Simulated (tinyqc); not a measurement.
Inside a calculation. Method: Pariser-Parr-Pople SCF with singles CI, for the molecule C=C1C=C(F)C=C1C=O (SMILES; centres numbered as the heavy atoms are written). One step of it, computed by the program tinyqc.

Task: PPP integrals. Ohno: gamma = 14.399645/sqrt(R^2 + a^2), a = 2 x 14.399645/(gamma_rr + gamma_ss); H_rr = -W_r - sum_(s != r) z_s gamma_rs; H_rs = beta for bonds.

Centres (angstrom, eV; a flat drawing with bonds scaled to 1.40 angstrom):
```
centre,x,y,core charge z,W,gamma_rr
1C,-0.597000,-2.439000,1,11.160000,11.130000
2C,-0.003000,-1.171000,1,11.160000,11.130000
3C,1.372000,-0.906000,1,11.160000,11.130000
4C,1.545000,0.483000,1,11.160000,11.130000
5F,2.770000,1.160000,2,39.000000,21.400000
6C,0.277000,1.077000,1,11.160000,11.130000
7C,-0.680000,0.054000,1,11.160000,11.130000
8C,-2.069000,0.227000,1,11.160000,11.130000
9O,-2.614000,1.517000,1,17.700000,15.200000
```

Resonance integrals (eV):
```
i,j,beta
1,2,-2.370000
2,3,-2.370000
3,4,-2.370000
4,5,-2.080000
4,6,-2.370000
6,7,-2.370000
7,8,-2.370000
8,9,-2.490000
7,2,-2.370000
```

Give: repulsion gamma_rs; core matrix H.

Result:

repulsion gamma_rs (eV):
```
,1C,2C,3C,4C,5F,6C,7C,8C,9O
1C,11.1300,7.5532,5.1229,3.7430,2.8757,3.7430,5.1245,4.3519,3.1487
2C,7.5532,11.1300,7.5530,5.5196,3.8613,5.5197,7.5549,5.1243,3.6887
3C,5.1229,7.5530,11.1300,7.5546,5.4400,5.5199,5.5195,3.7433,3.0054
4C,3.7430,5.5196,7.5546,11.1300,8.6948,7.5532,5.5186,3.7430,3.2556
5F,2.8757,3.8613,5.4400,8.6948,21.4000,5.4403,3.8610,2.8759,2.6407
6C,3.7430,5.5197,5.5199,7.5532,5.4403,11.1300,7.5514,5.1231,4.6121
7C,5.1245,7.5549,5.5195,5.5186,3.8610,7.5514,11.1300,7.5546,5.4128
8C,4.3519,5.1243,3.7433,3.7430,2.8759,5.1231,7.5546,11.1300,8.1037
9O,3.1487,3.6887,3.0054,3.2556,2.6407,4.6121,5.4128,8.1037,15.2000
```

core matrix H (eV):
```
,1C,2C,3C,4C,5F,6C,7C,8C,9O
1C,-49.6986,-2.3700,0.0000,0.0000,0.0000,0.0000,0.0000,0.0000,0.0000
2C,-2.3700,-61.3961,-2.3700,0.0000,0.0000,0.0000,-2.3700,0.0000,0.0000
3C,0.0000,-2.3700,-60.0587,-2.3700,0.0000,0.0000,0.0000,0.0000,0.0000
4C,0.0000,0.0000,-2.3700,-65.4372,-2.0800,-2.3700,0.0000,0.0000,0.0000
5F,0.0000,0.0000,0.0000,-2.0800,-74.6898,0.0000,0.0000,0.0000,0.0000
6C,0.0000,0.0000,0.0000,-2.3700,0.0000,-61.6631,-2.3700,0.0000,0.0000
7C,0.0000,-2.3700,0.0000,0.0000,0.0000,-2.3700,-63.1184,-2.3700,0.0000
8C,0.0000,0.0000,0.0000,0.0000,0.0000,0.0000,-2.3700,-54.6556,-2.4900
9O,0.0000,0.0000,0.0000,0.0000,0.0000,0.0000,0.0000,-2.4900,-54.2085
```
